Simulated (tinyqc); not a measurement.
Square on-chip spiral inductor, lumped pi model: two steps of the calculation.

Outer diameter do = di + 2 n wd + 2 (n - 1) sp, mean da = (do + di)/2, fill p = (do - di)/(do + di), length l = 4 n da. L = 2.34 mu0 n^2 da/(1 + 2.75 p), mu0 = 4 pi 1e-7 H/m. Rs = rho l/(wd delta (1 - exp(-th/delta))), delta = sqrt(rho/(pi f mu0)). Cs = n wd^2 eps0 eo/hu across the coil. At each end Cox = l wd eps0 eo/(2 ho) leads to the substrate branch Rsi = 2 rs he/(l wd) in parallel with Csi = l wd eps0 11.7/(2 he). With one end grounded Y = 1/(Rs + i w L) + i w Cs + 1/[1/(i w Cox) + 1/(1/Rsi + i w Csi)], w = 2 pi f; Q = -Im Y/Re Y. Eddy currents in neighbouring turns and in the substrate are left out.

Inputs (values chosen for the exercise); values of the order met in silicon radio-frequency processes: number of turns n = 6.5; line width wd = 4 um; space between turns sp = 2 um; inner diameter di = 140 um; metal thickness th = 3 um; metal resistivity rho = 2.2 uohm cm; oxide below the coil ho = 6.8 um; oxide between coil and underpass hu = 1.4 um; relative permittivity of the oxide eo = 3; substrate resistivity rs = 20 ohm cm; effective spreading depth in the substrate he = 50 um; frequency f = 4.1 GHz.

Constants: eps0 = 8.8541878128e-12 F/m. Results are converted to the units shown.

Problem 1. Geometry and model elements. do, l, L, delta, Rs, Cs, Cox, Rsi and Csi as defined.

Give: do; l; L; delta; Rs; Cs; Cox; Rsi; Csi.

Solution 1.

do = 214.00 um
l = 4602.0 um
L = 13.963 nH
delta = 1.1658 um
Rs = 23.504 ohm
Cs = 1.9732 fF
Cox = 35.953 fF
Rsi = 1086.5 ohm
Csi = 19.070 fF

Problem 2. Admittance, quality factor and apparent inductance. Series branch 1/(Rs + i w L), substrate branch, total Y, Q = -Im Y/Re Y, apparent inductance Im(1/Y)/w, metal-only value w L/Rs, share of the loss in the substrate Re(substrate branch)/Re Y.

L = 13.963172 nH
Rs = 23.503517 ohm
Cs = 1.9732190 fF
Cox = 35.953211 fF
Rsi = 1086.4841 ohm
Csi = 19.069583 fF

Find: series branch; substrate branch; Y; Q; apparent inductance; w L/Rs; share of the loss in the substrate.

Solution 2.

series branch = 0.181-2.768i mS
substrate branch = 0.2764+0.5005i mS
Y = 0.457-2.217i mS
Q = 4.848
apparent inductance = 16.80 nH
w L/Rs = 15.30
share of the loss in the substrate = 60.45 %

Q is 31.7 % of the metal-only value.

Computed by the program tinyqc: `OMP_NUM_THREADS=1 python tinyqc.py 2302035 2302036 out.jsonl`, one thread of a shared Intel Xeon 2.30GHz, about 0.01 s for the whole run.
